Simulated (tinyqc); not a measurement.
Debye-Callaway model of lattice thermal conductivity. Changing the Casimir length L. Computed by tinyqc, a small Python program. Command: `OMP_NUM_THREADS=1 python tinyqc.py 3007596 3007597 out.jsonl callaway sweep`. One thread of a shared host (Intel(R) Xeon(R) Processor @ 2.30GHz), about 0.02 s of CPU time with the checks.

Three acoustic branches with one velocity v, cut at omega_D = k_B Theta/hbar; x = hbar omega/(k_B T). v and Theta are separate inputs: Theta cuts off the heat-carrying modes, so C need not reach 3 k_B/V. gamma is an effective value that sets the umklapp rate.

Inputs (values chosen for the exercise, modelled on sodium chloride):
```
quantity                                value        unit
sound velocity v                         2950         m/s
Debye temperature Theta                   308           K
volume per atom V                        22.4  angstrom^3
mean atomic mass M                       29.2           u
effective Grueneisen parameter gamma     3.17           -
umklapp exponent divisor b                  2           -
mass variance Gamma                   0.00028           -
temperature T                              77           K
```

Sample: crystal. Point defects: isotopes. Normal processes: left out.

Constants: k_B = 1.380649e-23 J/K; hbar = 1.054571817e-34 J s; u = 1.6605390666e-27 kg.

Method:
- Gamma is given directly by the isotope mixture. A = V Gamma/(4 pi v^3).
- Rates: point defects A omega^4; umklapp B omega^2 T exp(-Theta/(b T)) with B = hbar gamma^2/(M v^2 Theta). Boundaries: v/L.
- kappa_1 = c int tau_C g dx, g = x^4 e^x/(e^x - 1)^2, c = (k_B/(2 pi^2 v)) (k_B T/hbar)^3, over 0 < x < min(Theta/T, 40), by 96 Gauss-Legendre points in s with x = x_max s^2; tau_C = tau_R, the inverse of the summed rates, and kappa = kappa_1.
- Heat capacity C = 3 c int g dx / v^2; grey free path 3 kappa/(C v); the median free path v tau_C halves kappa_1 when the quadrature points are ordered by free path (each counted at half its weight, interpolated in the logarithm); likewise at 10 % and 90 %.

One run for each value:
```
Casimir length L (micrometre)  kappa (W/(m K))  grey free path (nm)  median free path (nm)
0.02                                    11.591               13.117                  13.64
0.075                                   24.732               27.989                  31.60
0.28                                    39.863               45.112                  58.34
1.1                                     53.031               60.014                  90.42
4                                       61.489               69.586                 117.98
56                                      69.673               78.847                 152.76
210                                     71.265               80.648                 160.82
800                                     72.113               81.608                 165.29
3000                                    72.549               82.101                 167.63
```

Give the missing row, Casimir length L (micrometre) = 15.

Computed row:
```
Casimir length L (micrometre)  kappa (W/(m K))  grey free path (nm)  median free path (nm)
15                                      66.737               75.524                 139.15
```

Interpolating between the two neighbouring rows (the first column on a logarithmic scale, the others too where they are positive) misses most in median free path (nm), by 3.5 %. Over the rows, kappa (W/(m K)) rises from 11.6 to 72.5 (exponent d ln y / d ln x 0.57 between the first rows and 0.0046 between the last); grey free path (nm) rises from 13.1 to 82.1 (exponent d ln y / d ln x 0.57 between the first rows and 0.0046 between the last); median free path (nm) rises from 13.6 to 168 (exponent d ln y / d ln x 0.64 between the first rows and 0.011 between the last). At the high end the exponent of kappa is 0.00, close to 0: the sample is bulk-like. Kappa falls to half its value in the last row at about 0.20 micrometre, against a grey free path of 0.082 and a median one of 0.17 micrometre in that row.
